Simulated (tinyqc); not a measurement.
# Equation-of-state fits to an energy-volume table made by a known binding curve, step by step

A worked calculation. Computed by tinyqc, a small Python program that keeps every step. Command: `OMP_NUM_THREADS=1 python tinyqc.py 3008573 3008574 out.jsonl eosfit walk`. One thread of a shared host (Intel(R) Xeon(R) Processor @ 2.30GHz), about 0.03 s of CPU time with the checks. Intermediate numbers are printed to about 7 digits and carried at full precision; extremes and crossings named in words are read from the listed rows.

With x = (V/V_0)^(1/3), the energy per atom is E = -D [1 + eta (x - 1)] exp(-eta (x - 1)), so that B0 = D eta^2/(9 V_0) and B' = 1 + 2 eta/3. B' = dB/dP at P = 0.

Inputs (values chosen for the exercise, for a model crystal):

| quantity | value | unit |
|---|---|---|
| cohesive energy D | 2.78 | eV/atom |
| true volume V_0 | 39.6 | angstrom^3/atom |
| stiffness eta | 4.86 | - |
| half-width of the volume window w | 0.06 | - |
| shift of the window centre s | -0.0091 | - |
| points N | 7 | - |
| compression V/V_0 for the pressure test | 0.75 | - |
| noise amplitude | 0.13 | meV |

Binding curve: universal binding. Noise: added.

Constants: 1 eV/angstrom^3 = 160.2176634 GPa.

## Exact values of the curve

B0 and B' from the formulas above; P = -dE/dV at V = c V_0 (c the compression chosen), from the curve itself.

exact B0 = 29.51821 GPa

exact B' = 4.24

exact pressure at c V_0 = 15.29811 GPa

## Energy-volume table

numbers xi_j, drawn evenly from -1 to 1: 0.2075  0.6437  -0.8243  0.1898  0.0832  -0.7541  -0.8663

Table: V_j = V_0 [1 + s + w (2 j/(N - 1) - 1)], j = 0..N-1, rounded to 0.001; E_j from the curve plus the noise amplitude times the listed numbers xi_j (xi_0 first), rounded to 1e-7 eV.

Table:

| V (angstrom^3) | E (eV) |
|---|---|
| 36.864 | -2.7602583 |
| 37.656 | -2.7703216 |
| 38.448 | -2.7768571 |
| 39.240 | -2.7796690 |
| 40.032 | -2.7795632 |
| 40.824 | -2.7767939 |
| 41.616 | -2.7714475 |

## Birch-Murnaghan fit

Third-order Birch-Murnaghan is a cubic in u = V^(-2/3): fit it by linear least squares, find the minimum, and take B0 = V E''(V), B' = -1 - V E'''/E'' there.

fitted E0 = -2.780017 eV

fitted V0 = 39.60416 angstrom^3

fitted B0 = 29.36083 GPa

fitted B' = 4.428391

root-mean-square residual = 0.05448501 meV

Against the exact curve V0 is off by +0.011 %, B0 by -0.53 % and B' by +4.4 %.

## Errors of the Birch-Murnaghan fit

Errors are fitted minus exact, relative; the pressure at c V_0 uses P = (3 B0/2) (x^7 - x^5) [1 + (3/4)(B' - 4)(x^2 - 1)], x = (V0/V)^(1/3) with the fitted values.

error of B0 = -0.5331565 %

error of B' = 4.443194 %

fitted pressure at c V_0 = 16.07040 GPa

error of that pressure = 5.048275 %

## Vinet fit by Gauss-Newton steps

Vinet: E = E0 + (9 B0 V0/h^2) {1 + [h (1 - x) - 1] exp(h (1 - x))}, P = 3 B0 (1 - x) x^-2 exp(h (1 - x)), x = (V/V0)^(1/3), h = (3/2)(B' - 1). Gauss-Newton steps on (E0, V0, B0, B'): solve J d = r by least squares, r the residuals and J their derivatives (central differences, relative step 1e-5); start from the parabola fit in V with B' = 4; stop when all relative changes are below 1e-7.

Iterations:

| step | E0 (eV) | V0 (angstrom^3) | B0 (GPa) | B' | rms residual (meV) |
|---|---|---|---|---|---|
| 0 | -2.780222 | 39.69184 | 31.23725 | 4.000000 | 1.021283 |
| 1 | -2.780000 | 39.60938 | 29.34796 | 4.427178 | 0.068610 |
| 2 | -2.780017 | 39.60385 | 29.37687 | 4.453430 | 0.054360 |
| 3 | -2.780018 | 39.60386 | 29.37699 | 4.453367 | 0.054360 |
| 4 | -2.780018 | 39.60386 | 29.37699 | 4.453367 | 0.054360 |

B0, Vinet = 29.37699 GPa

B', Vinet = 4.453367

## Five forms on the same table

Murnaghan: E = E0 + (B0 V/B') [(V0/V)^B'/(B' - 1) + 1] - B0 V0/(B' - 1), P = (B0/B') [(V0/V)^B' - 1]. Birch-Murnaghan: E = E0 + (9 V0 B0/16) [y^3 B' + y^2 (2 - 4 y)], y = (V0/V)^(2/3) - 1; P = (3 B0/2) (x^7 - x^5) [1 + (3/4)(B' - 4)(x^2 - 1)], x = (V0/V)^(1/3). All are least-squares fits to the energies; for polynomials in V, B0 = V E'' and B' = -1 - V E'''/E'' at the minimum.

Fitted values:

| form | V0 (angstrom^3) | B0 (GPa) | B' | P at c V_0 (GPa) |
|---|---|---|---|---|
| exact | 39.60000 | 29.51821 | 4.240000 | 15.29811 |
| parabola in V | 39.69184 | 31.23725 | -1.000000 | - |
| cubic in V | 39.60025 | 29.62329 | 4.721567 | - |
| Murnaghan | 39.60482 | 29.32735 | 4.375208 | 16.90922 |
| Birch-Murnaghan | 39.60416 | 29.36083 | 4.428391 | 16.07040 |
| Vinet | 39.60386 | 29.37699 | 4.453367 | 15.68553 |

In B0 the cubic in V form comes closest (+0.36 %) and the parabola in V form misses most (+5.82 %). A parabola in V has no third derivative, so its B' is -1 by construction. At c V_0, beyond the window, the pressure errors are Murnaghan +10.5 %, Birch-Murnaghan +5.0 %, Vinet +2.5 %; Murnaghan keeps B linear in P and so runs too stiff under compression.

## The width of the window

The table is made anew for each w.

Errors (%):

| w | B0, parabola | B0, cubic | B0, Murnaghan | B0, Birch-Murnaghan | B0, Vinet | B', Birch-Murnaghan |
|---|---|---|---|---|---|---|
| 0.03 | 4.402 | -2.407 | -2.573 | -2.559 | -2.549 | 39.973 |
| 0.05 | 5.391 | -0.164 | -0.839 | -0.762 | -0.725 | 8.107 |
| 0.08 | 6.803 | 1.279 | -0.564 | -0.356 | -0.257 | 1.490 |
| 0.12 | 9.462 | 3.480 | -0.814 | -0.342 | -0.116 | -0.196 |
| 0.16 | 13.213 | 6.527 | -1.296 | -0.471 | -0.070 | -0.851 |
| 0.22 | 21.153 | 13.073 | -2.272 | -0.787 | -0.041 | -1.610 |

The Birch-Murnaghan error of B0 is smallest among these at w = 0.12 (0.342 % in size); it is 2.559 % at the narrowest and 0.787 % at the widest. A narrow window magnifies the noise, since the energy range shrinks as w^2, and a wide one exposes the form. The Vinet form is the binding curve itself here, so its error comes from noise and rounding alone. At the widest window the errors of B0 are +21.2 % for the parabola and +13.1 % for the cubic in V.

Checks made by the program: nonlinear Birch-Murnaghan fit against the linear one (relative difference 2e-09).
